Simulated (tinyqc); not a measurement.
## Trap density from the leakage

Inverse problem. Trap-assisted leakage is J = q Nt times the integral over x of the rate through one trap. Find Nt, the areal density Nt t and the mean in-plane spacing (Nt t)^(-1/2).

Inputs (values chosen for the exercise):

| symbol | value | unit | meaning |
|---|---|---|---|
| t | 7.3 | nm | thickness |

Constants: q = 1.602176634e-19 C. Results are converted to the units shown.

J = 3.4692776e-16 A/cm^2
integral of the rate over x = 6.9850089e-8 nm/s

Answer. J is proportional to Nt.

Nt = 3.100e17 cm^-3
Nt t = 2.263e11 cm^-2
in-plane spacing = 21.02 nm

Program tinyqc, `OMP_NUM_THREADS=1 python tinyqc.py 2370094 2370095 out.jsonl`; Intel Xeon 2.30GHz, shared host, one thread, about 0.03 s.
